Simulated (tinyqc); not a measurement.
# Changing the doping ratio N_0/N(W)

Model: minority-electron transport through the base of a bipolar transistor (Moll-Ross and Kroemer integrals). Computed by tinyqc, a small Python program. Command: `OMP_NUM_THREADS=1 python tinyqc.py 3009521 3009522 out.jsonl base sweep`. One thread of a shared host (Intel(R) Xeon(R) Processor @ 2.30GHz), about 0.01 s of CPU time with the checks.

Low injection, one dimension, x from the emitter edge (0) to the collector edge (W), s = x/W. Recombination is treated as a small correction (valid for tau_B well below tau_n), computed from the stored charge.

Inputs (values chosen for the exercise, modelled on silicon): intrinsic density n_i at the emitter edge = 9.6e+09 1/cm^3; base doping at the emitter edge N_0 = 6.6e+18 1/cm^3; base width W = 24 nm; mu_min = 210 cm^2/(V s); mu_max = 1310 cm^2/(V s); N_ref = 2.6e+17 1/cm^3; saturation velocity v_s = 1 1e7 cm/s; electron lifetime tau_n = 0.41 ns; emitter Gummel number G_E = 3.8e+12 s/cm^4; base-emitter voltage V_BE = 0.7 V; temperature T = 300 K; gap narrowing across the base dE_g = 47 meV.

Base doping profile: Gaussian. Gap grading: linear. Exit of the base: saturation velocity.

Constants: k_B = 8.617333262e-05 eV/K; e = 1.602176634e-19 C.

Method:
- N(x) = N_0 (ratio)^(-s^2); n_i(x)^2 = n_i^2 exp(s dE_g/k_B T); D(x) = (k_B T/e) mu, mu = mu_min + (mu_max - mu_min)/(1 + (N/N_ref)^0.7).
- Field that drives electrons towards the collector, averaged over the base: (k_B T/e) ln[N_0 n_i(W)^2/(N(W) n_i^2)]/W.
- With y(x) = N n_i^2/(D n_i(x)^2): base Gummel number G_B = int_0^W y dx + N(W) n_i^2/(v_s n_i(W)^2); J_C = e n_i^2 exp(e V_BE/k_B T)/G_B; n(x) = (J_C/e)(n_i(x)^2/(N n_i^2)) [int_x^W y dx + the same exit term]; transit time tau_B = (e/J_C) int n dx; trapezoid rule on 401 even points.
- Emitter-limited gain beta_E = G_E/G_B; recombination-limited gain beta_R = tau_n/tau_B; 1/beta = 1/beta_E + 1/beta_R; f_T from the base alone = 1/(2 pi tau_B).

One run for each value; columns: (1) doping ratio N_0/N(W); (2) base transit time tau_B (ps); (3) base Gummel number G_B (s/cm^4); (4) mean built-in field (kV/cm); (5) current gain beta:
```
(1)      (2)         (3)     (4)     (5)
1.5  0.27485  8.9354e+11  23.951  4.2407
7.9  0.16205  6.4142e+11  41.847  5.9105
18   0.13203  5.7830e+11  50.717  6.5571
41   0.11087  5.3303e+11  59.585  7.1154
95   0.09512  4.9785e+11  68.636  7.6194
220  0.08330  4.6982e+11  77.682  8.0749
500  0.07433  4.4715e+11  86.525  8.4853
```

Give the missing row, doping ratio N_0/N(W) = 3.4.

Computed row; columns: (1) doping ratio N_0/N(W); (2) base transit time tau_B (ps); (3) base Gummel number G_B (s/cm^4); (4) mean built-in field (kV/cm); (5) current gain beta:
```
(1)      (2)         (3)     (4)     (5)
3.4  0.20743  7.3899e+11  32.765  5.1288
```

Interpolating between the two neighbouring rows (the first column on a logarithmic scale, the others too where they are positive) misses most in mean built-in field (kV/cm), by 3.8 %. Over the rows, base transit time tau_B (ps) falls from 0.275 to 0.0743 (exponent d ln y / d ln x -0.34 between the first rows and -0.14 between the last); base Gummel number G_B (s/cm^4) falls from 8.94e11 to 4.47e11 (exponent d ln y / d ln x -0.23 between the first rows and -0.060 between the last); mean built-in field (kV/cm) rises from 24.0 to 86.5 (exponent d ln y / d ln x 0.38 between the first rows and 0.13 between the last). A steeper profile adds a drift field and raises the mobility near the collector, at fixed N_0.

Caution (all rows): the base is only a few mean free paths wide, so transport is partly ballistic. Caution (rows 3.40, 7.90, 18.0, 41.0, 95.0, 220, 500): the mean velocity exceeds v_s, so drift-diffusion with a low-field mobility overstates the speed.
